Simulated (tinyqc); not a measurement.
Delta-doped layer in the Thomas-Fermi potential: sweeps and comparisons. A value that a table varies takes the place of the one given here.

All donors ionised in the plane z = 0, zero temperature, energies from the Fermi level EF of the Thomas-Fermi model, which lies at the bulk band edge; c = hbar^2/2m0, q = e^2/(4 pi eps0). gv = 1 equivalent valley, m_d = sqrt(m3^3/mz) in the plane. With n = (gv/3 pi^2)(m3 (-V)/c)^(3/2) and V'' = -(4 pi q/eps) n for z > 0, the solution is V = -b/(|z| + z0)^4 with sqrt(b) = 20/K, K = (4 pi q/eps)(gv/3 pi^2)(m3/c)^(3/2), and z0^5 = 4b/(e F0), e F0 = 2 pi q N/eps; 1e13/cm^2 = 1e-3/angstrom^2. Exchange and correlation are left out.

Subbands solve -(c/m_z) psi'' + V psi = E psi on 1280 points of spacing z0/80; up to ten levels for each group, kept if bound with an rms width below 2.5 z0.

Constants: hbar^2/2m0 = 3.80998211 eV angstrom^2; e^2/(4 pi eps0) = 14.39964547 eV angstrom.

Parameters, chosen for this exercise (near those of a delta-doped layer in GaAs; shifted at random, so the results belong to these values and not to a real crystal): m3 = 0.065 m0 (density-of-states mass of a valley); mz = 0.065 m0 (mass along z); eps = 12.9 (dielectric constant); Nl = (0.024, 0.048, 0.096, 0.17, 0.29, 0.48, 0.77) x 1e13/cm^2 (sheet densities); N = 0.24 x 1e13/cm^2 (donor sheet density).

## Doping density

The well, the lowest level and the filling anew; at zero temperature n_i = g m_d (mu - E_i)/(2 pi c), with mu fixed by sum n_i = N.

Results:
```
N (1e13/cm^2)  z0 (angstrom)  depth (eV)  lowest (eV)  next - lowest (eV)  occupied  share of lowest (%)
0.024                  385.6      0.0162      -0.0076              0.0063         3                 84.9
0.048                  335.7      0.0283      -0.0141              0.0110         3                 79.4
0.096                  292.3      0.0492      -0.0261              0.0190         4                 73.6
0.17                   260.7      0.0777      -0.0433              0.0296         4                 68.9
0.29                   234.3      0.1191      -0.0691              0.0445         5                 64.6
0.48                   211.8      0.1783      -0.1072              0.0652         5                 60.6
0.77                   192.7      0.2602      -0.1615              0.0929         6                 56.9
```

How do the results move?

The depth grows as N^(4/5) and z0 shrinks as N^(-1/5): factors 16.0 and 2.00 for 32 times the doping. The lowest level deepens faster, with exponent 0.88, since the zero-point energy takes a smaller share of a deeper well (53 % falling to 38 %). The number of occupied subbands is 3 in the first row and 6 in the last. Up to N = 0.024 the donor spacing exceeds 1.5 Bohr radii (one radius, a0 eps/m with the density-of-states mass, is 105 angstrom), where a uniform sheet is a crude picture of discrete donors (beyond about three radii electrons stay on single donors).

## What each parameter does

z0, depth, lowest level and its rms width. Each row changes one parameter from the base and keeps the others.

Results:
```
case                   z0 (angstrom)  depth (eV)  lowest (eV)  rms z (angstrom)
base                          243.32      0.1024      -0.0586             37.72
N = 0.144 x 1e13/cm^2         269.49      0.0680      -0.0374             45.72
eps = 11.6                    228.30      0.1068      -0.0601             36.73
m3 = 0.075 m0                 223.30      0.0940      -0.0511             38.80
mz = 0.055 m0                 243.32      0.1024      -0.0567             40.60
```

What does this show?

The largest shifts from the base row, up to three for each result and ties (the steps differ in size, so this ranks the rows, not the parameters). z0 (angstrom): N +26.17, m3 -20.02, eps -15.02; unchanged at the printed digits by mz. depth (eV): N -0.0343, m3 -0.0084, eps +0.0044; unchanged at the printed digits by mz. lowest (eV): N +0.0212, m3 +0.0075, mz +0.0019. rms z (angstrom): N +8.00, mz +2.88, m3 +1.08.

Run: tinyqc, `OMP_NUM_THREADS=1 python tinyqc.py 1280456 1280457 out.jsonl`; Intel(R) Xeon(R) Processor @ 2.30GHz, one thread, shared host; about 0.1 s of CPU time with all checks.
